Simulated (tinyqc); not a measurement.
# Which input was changed?

Model: implant damage, amorphisation by cascade overlap, and solid-phase epitaxial regrowth. Computed by tinyqc, a small Python program. Command: `OMP_NUM_THREADS=1 python tinyqc.py 3110153 3110154 out.jsonl sper which`. One thread of a shared host (Intel(R) Xeon(R) Processor @ 2.30GHz), about 0.05 s of CPU time with the checks.

Range and width of the damage are inputs. Dynamic annealing enters only through the surviving share f.

Inputs (values chosen for the exercise, modelled on arsenic ions in silicon): atomic density N = 49.9 1/nm^3; ion Z1 = 33; ion mass M1 = 74.9 u; target Z2 = 14; target mass M2 = 28.09 u; ion energy E = 18 keV; displacement energy E_d = 17 eV; depth of the damage peak R_d = 12 nm; width of the damage profile s_d = 5.7 nm; share of defects that survive f = 0.56; critical displaced share x_c = 0.11; dose Q = 1.1e+14 1/cm^2.

Constants: a_0 = 0.529177210903 angstrom; e^2/(4 pi eps_0) = 14.39964548 eV angstrom.

Method:
- Robinson partition: eps = E a M2/(Z1 Z2 (e^2/(4 pi eps_0)) (M1 + M2)), a = 0.8853 a_0/sqrt(Z1^(2/3) + Z2^(2/3)); k = 0.0793 Z1^(2/3) Z2^(1/2) (M1 + M2)^(3/2)/((Z1^(2/3) + Z2^(2/3))^(3/4) M1^(3/2) M2^(1/2)); damage energy T_d = E/(1 + k (eps + 0.40244 eps^(3/4) + 3.4008 eps^(1/6))); displacements nu = 0.8 T_d/(2 E_d).
- Displaced share x(z) = f nu Q exp(-(z - R_d)^2/(2 s_d^2))/(sqrt(2 pi) s_d N); the layer is amorphous where x > x_c, between R_d -/+ s_d sqrt(2 ln(x_max/x_c)), the upper edge being cut at the surface. Threshold dose Q_c = Q x_c/x_max.
- Displaced atoms per area beyond the lower edge z2: f nu Q (1/2) erfc((z2 - R_d)/(sqrt2 s_d)); they are not removed by regrowth.

Problem. One of these inputs alone was changed, within the range given: displacement energy E_d (8.5 to 34); width of the damage profile s_d (2.85 to 11.4); critical displaced share x_c (0.055 to 0.22); dose Q (5.5e+13 to 2.2e+14). Which one, and to what value?

Results:
```
run     displaced atoms beyond z2 (1/cm^2)  threshold dose Q_c (1/cm^2)  lower edge (nm)
before                        1.700677e+15                 4.227676e+13         19.88268
after                         2.293554e+15                 5.265378e+13         18.91907
```

Solution.

Each candidate set to reproduce displaced atoms beyond z2, and what it then gives:
```
candidate                                 range searched  value needed  threshold dose Q_c (1/cm^2)  lower edge (nm)
displacement energy E_d (eV)                   8.5 to 34         32.23                   8.0145e+13           16.536
width of the damage profile s_d (nm)        2.85 to 11.4         7.099                   5.2654e+13           20.617
critical displaced share x_c               0.055 to 0.22        0.1370                   5.2654e+13           18.919
dose Q (1/cm^2)                       5.5e+13 to 2.2e+14      5.803e13                   4.2277e+13           16.536
```

Only critical displaced share x_c fits every result: it went from 0.11 to 0.137. The next best candidate, width of the damage profile s_d, misses one result by 9.0 %.
